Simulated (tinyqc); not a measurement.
Off-state leakage of single and stacked transistors: two steps of the calculation.

n-channel devices of unit width. Subthreshold current I(Vg, Vs, Vd) = I0 (T/300 K)^0.5 exp[(Vg - Vs - VT(T) - gb (Vs - Vb) + dd (Vd - Vs))/(nf Vt)] (1 - exp(-(Vd - Vs)/Vt)), VT(T) = VT - cT (T - 300 K). Gate-edge tunnelling Ig (Vd/1 V) exp(ag (Vd - 1 V)), for a gate at 0 V, and band-to-band leakage Ab u exp(-Bb/u), u = Vd - Vb + 1 V, flow at a drain held at V; both are taken as independent of T. In a stack of off transistors (all gates at 0 V) the same subthreshold current passes through each.

Inputs (values chosen for the exercise); values of the order met in bulk silicon logic transistors:
- T = 330 K (temperature)
- V = 1.1 V (supply voltage)
- VT = 0.36 V (threshold at 300 K, zero drain and body bias)
- cT = 0.7 mV/K (fall of the threshold with temperature)
- I0 = 0.13 uA/um (current at threshold at 300 K)
- nf = 1.31 (slope factor)
- dd = 0.09 (drain-induced lowering per volt)
- gb = 0.24 (rise of the threshold per volt of source-body bias)
- Ig = 9e-6 uA/um (gate-edge tunnelling current at 1 V)
- ag = 3.6 1/V (exponential slope of the gate current)
- Ab = 100 uA/(um V) (prefactor of band-to-band leakage at the drain)
- Bb = 27 V (its exponential voltage)
- Vb = 0 V (body voltage)

Constants: q = 1.602176634e-19 C, kB = 1.380649e-23 J/K, Vt = kB T/q. Results are converted to the units shown.

Task 1. Leakage of one transistor. Vg = Vs = 0, Vd = V; effective threshold VT(T) - gb Vb - dd V.

Find: effective threshold; parts; total; shares.

Result 1.

effective threshold = 0.2400 V
parts (nA/um): subthreshold 0.2171, gate edge 0.01419, band-to-band 0.5476
total = 0.7789 nA/um
shares (%): subthreshold 27.88, gate edge 1.822, band-to-band 70.30

The band-to-band part is the largest.

Task 2. New Vx. Stack of two, Vx the node between them: I_low = I(0, 0, Vx), I_up = I(0, Vx, V), f = ln(I_up/I_low), f' = -(1 + gb + 2 dd)/(nf Vt) - 1/(Vt (exp(Vx/Vt) - 1)) - 1/(Vt (exp((V - Vx)/Vt) - 1)), Vx(new) = Vx - f/f'.

Vx after iteration 1 = 0.071894400 V

Find: I_low; I_up; f; f'; Vx after iteration 2.

Result 2.

I_low = 0.01667 nA/um
I_up = 0.01667 nA/um
f = 2.204e-4
f' = -41.17 1/V
Vx after iteration 2 = 0.07190 V

Computed by the program tinyqc: `OMP_NUM_THREADS=1 python tinyqc.py 2242179 2242180 out.jsonl`, one thread of a shared Intel Xeon 2.30GHz, about 0.03 s for the whole run.
